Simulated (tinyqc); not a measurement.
# Random telegraph noise from one oxide trap in a small MOSFET, step by step

tinyqc, about 0.01 s, one thread, Intel Xeon 2.30GHz (shared host): `OMP_NUM_THREADS=1 python tinyqc.py 2710168 2710169 out.jsonl` Printed values are rounded.

An acceptor-like trap exchanges electrons with the channel. Inversion charge Q = Cox u, u = n Vt W0(exp((Vg - VT)/(n Vt))), W0 the Lambert function, n = nf, Cox = eps0 eox/tox; linear regime Id = (W/L) mu Q Vd. Relative to threshold the surface potential rises by Vt ln(u/u0) and the oxide voltage by the rest of Vg - VT, with u0 = n Vt W0(1).

Values chosen for this exercise; values of the order met in silicon transistors: temperature T = 300 K; relative permittivity of the gate insulator (close to silicon dioxide) eox = 3.9; insulator thickness tox = 2.8 nm; depth of the trap from the channel interface xt = 0.67 nm; trap level above the channel Fermi level at threshold E0 = 0.33 eV; capture prefactor s0 = 3e-15 cm^2; capture barrier (lattice relaxation) EB = 0.28 eV; tunnelling decay length lt = 0.16 nm; thermal velocity vth = 1.8e7 cm/s; thickness of the inversion layer zi = 2.2 nm; threshold voltage VT = 0.37 V; body factor nf = 1.13; gate width W = 64 nm; gate length L = 84 nm; mobility mu = 230 cm^2/(V s); scattering coefficient of the charged trap asc = 0 V s; drain voltage Vd = 0.02 V; gate voltage Vg = 1.38 V.

Constants: q = 1.602176634e-19 C, kB = 1.380649e-23 J/K, Vt = kB T/q, eps0 = 8.8541878128e-14 F/cm where lengths are in cm. Results are converted to the units shown.

Range of the model: VT is taken as given; short-channel effects and the uneven flow of current among few electrons are left out.

## Trap level, time constants and occupancy

N = Cox u/q; dpsi = Vt ln(u/u0); E = E0 - dpsi - (xt/tox)(Vg - VT - dpsi); capture time tc = 1/[(N/zi) vth s0 exp(-xt/lt - EB/Vt)]; emission time te = tc exp(-E/Vt); occupancy te/(tc + te).

u = 0.909556 V
N = 7.00123e12 cm^-2
dpsi = 0.103550 V
E = 0.00954943 eV
tc = 1.93756e-6 s
te = 1.33916e-6 s
occupancy = 0.408689

The trap lies 0.37 Vt above the Fermi level, so it is filled 40.9 % of the time.

## Step height

A = W L; threshold step dV = q (1 - xt/tox)/(Cox A); gm/Id = 1/(u + n Vt); relative step dI/I = (gm/Id) dV + asc mu/A. Id as defined.

electrons in the channel N A = 376.386
dV = 1.83830 mV
gm/Id = 1.06522 1/V
number part of dI/I = 0.195821 %
dI/I = 0.195821 %
Id = 3.93137 uA
dI = 7.69843 nA

## Lorentzian spectrum

Spectrum S(f) = 4 dI^2/{(tc + te)[(1/tc + 1/te)^2 + (2 pi f)^2]}; corner fc = (1/tc + 1/te)/(2 pi); variance dI^2 tc te/(tc + te)^2. Give S at f = 0, at fc and at 10 fc.

fc = 2.00989e5 Hz
S(0) = 4.53650e-23 A^2/Hz
S(fc) = 2.26825e-23 A^2/Hz
S(10 fc) = 4.49159e-25 A^2/Hz
rms current = 3.78448 nA

The rms value is 0.492 of the step; it reaches its largest share, 1/2, when tc = te.
